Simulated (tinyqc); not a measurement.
From results back to parameters: pi bands of a honeycomb layer in tight binding. Three cases, with inputs chosen for the exercise.

Problem. With nearest hopping t, overlap s0 of neighbours and w the size of the sum of the three phase factors, the levels are -t w/(1 + s0 w) and t w/(1 - s0 w). The levels at Gamma (w = 3) come from hidden t and s0.

Find: t, s0; difference at M (w = 1).

Method. The reciprocals of the sizes add to 2/(3t) and differ by 2 s0/t.

Case 1.

levels at Gamma (eV): lower -7.38501, upper 10.49637

Solution.

t, s0: 2.890  0.058

difference at M (w = 1) = 5.800 eV

Case 2.

levels at Gamma (eV): lower -7.06991, upper 12.37964

Solution.

t, s0: 3.000  0.091

difference at M (w = 1) = 6.050 eV

Case 3.

levels at Gamma (eV): lower -7.74107, upper 9.85227

Solution.

t, s0: 2.890  0.040

difference at M (w = 1) = 5.789 eV

Computed by tinyqc, one run a case: `OMP_NUM_THREADS=1 python tinyqc.py N N+1 out.jsonl` with N = 1481494, 1481584, 1481727; one thread of a shared Intel(R) Xeon(R) Processor @ 2.30GHz, about 0.01 s a run at most.
